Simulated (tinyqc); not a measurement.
Inside a calculation. Model: leakage currents through a thin dielectric. Computed by tinyqc, a small Python program that keeps every step. Command: `OMP_NUM_THREADS=1 python tinyqc.py 3013328 3013329 out.jsonl leak walk`. One thread of a shared host (Intel(R) Xeon(R) Processor @ 2.30GHz), about 0.01 s of CPU time with the checks. Intermediate numbers are printed to about 5 digits and carried at full precision; extremes and crossings named in words are read from the listed rows.

Electrons leave an electrode with Fermi energy E_F above its band bottom; barriers are counted from the Fermi level, and both electrodes are alike.

Inputs (values chosen for the exercise, modelled on Al2O3):
```
quantity                          value  unit
barrier height phi_B               2.68    eV
tunnelling mass m                  0.33   m_0
static permittivity k              8.64     -
optical permittivity k_o           2.99     -
trap depth phi_t                    1.5    eV
Poole-Frenkel prefactor sigma_0  0.0019  S/cm
thickness t                         3.4    nm
electrode Fermi energy E_F        0.065    eV
electrode mass m_e                    1   m_0
voltage V                           1.1     V
temperature T                       398     K
```

Stack: single layer.

Constants: m_0 = 9.1093837015e-31 kg; e = 1.602176634e-19 C; hbar = 1.054571817e-34 J s; k_B = 8.617333262e-05 eV/K; k_B = 1.380649e-23 J/K; eps_0 = 8.8541878128e-12 F/m; h = 6.62607015e-34 J s.

## Fields

Field F = V/t; equivalent oxide thickness 3.9 t/k.

field F = 3.2353 MV/cm

equivalent oxide thickness = 1.5347 nm

## Transmission at the Fermi level

WKB: a layer of mass m, field F and barrier b(x) = b_0 - e F x gives the exponent (4 sqrt(2 m)/(3 hbar e F)) [b_0^(3/2) - max(b_0 - e F t, 0)^(3/2)] for b_0 > 0; b_0 = barrier - (E - E_F); the transmission is D(E) = exp(-sum of exponents), without image force.

exponent of the dielectric = 29.125

transmission D(E_F) = 2.2441e-13

At E_F the barrier of the dielectric is trapezoidal (direct tunnelling).

## Tunnel current

Tsu-Esaki: J = (e m_e k_B T/(2 pi^2 hbar^3)) int D(E) ln[(1 + exp((E_F - E)/k_B T))/(1 + exp((E_F - eV - E)/k_B T))] dE over the normal energy E (its change with the mass at an interface is neglected) from max(0, E_F - 3 eV) to E_F + largest barrier, by 100 Gauss-Legendre points in each part, split at E_F - 0.3 eV (if inside the range) and E_F + 8 k_B T. The mean energy weights E - E_F by the integrand.

tunnel current density = 1.2940e-05 A/cm^2

mean energy of the current above E_F = -0.0044796 eV

The current flows close to or below E_F.

## Thermal currents

Schottky emission J = A T^2 exp(-(phi_B - sqrt(e^3 F/(4 pi k_o eps_0)))/k_B T), A = 4 pi e m k_B^2/h^3 with the tunnelling mass; Poole-Frenkel J = sigma_0 F exp(-(phi_t - sqrt(e^3 F/(pi k_o eps_0)))/k_B T); both use the field F of the dielectric.

Schottky lowering = 0.39473 eV

Poole-Frenkel lowering = 0.78945 eV

Schottky current density = 7.2482e-23 A/cm^2

Poole-Frenkel current density = 6.1830e-06 A/cm^2

The Poole-Frenkel lowering is twice the Schottky one, because the charge of a trap is fixed while an image charge moves with the electron.

## Which mechanism rules?

The formulas are those given above.

Current densities (A/cm^2):
```
V (V)  F (MV/cm)  tunnelling    Schottky  Poole-Frenkel
0.22      0.6471  6.7391e-07  1.2509e-25     3.6830e-12
0.39      1.1471  1.1600e-06  6.8879e-25     1.9797e-10
0.55      1.6176  1.9518e-06  2.4903e-24     3.6493e-09
0.77      2.2647  4.0748e-06  1.1061e-23     1.0080e-07
0.94      2.7647  7.3287e-06  3.0369e-23     9.2758e-07
1.10      3.2353  1.2940e-05  7.2482e-23     6.1830e-06
1.30      3.8235  2.6996e-05  1.9754e-22     5.4276e-05
1.70      5.0000  1.2976e-04  1.1903e-21     2.5768e-03
```

The largest current is tunnelling from 0.220 to 1.10, Poole-Frenkel from 1.30 to 1.70 V. Over the table tunnelling grows by 2.3 decades, Schottky by 4.0 and Poole-Frenkel by 8.8. A plot of ln(J/F) against sqrt(F) for the Poole-Frenkel column has the slope 12.80 per sqrt(MV/cm), from which k_o follows; reading it as Schottky emission would give about k_o/4.

Checks made by the program: energy integral against adaptive quadrature (relative difference below 1e-10).
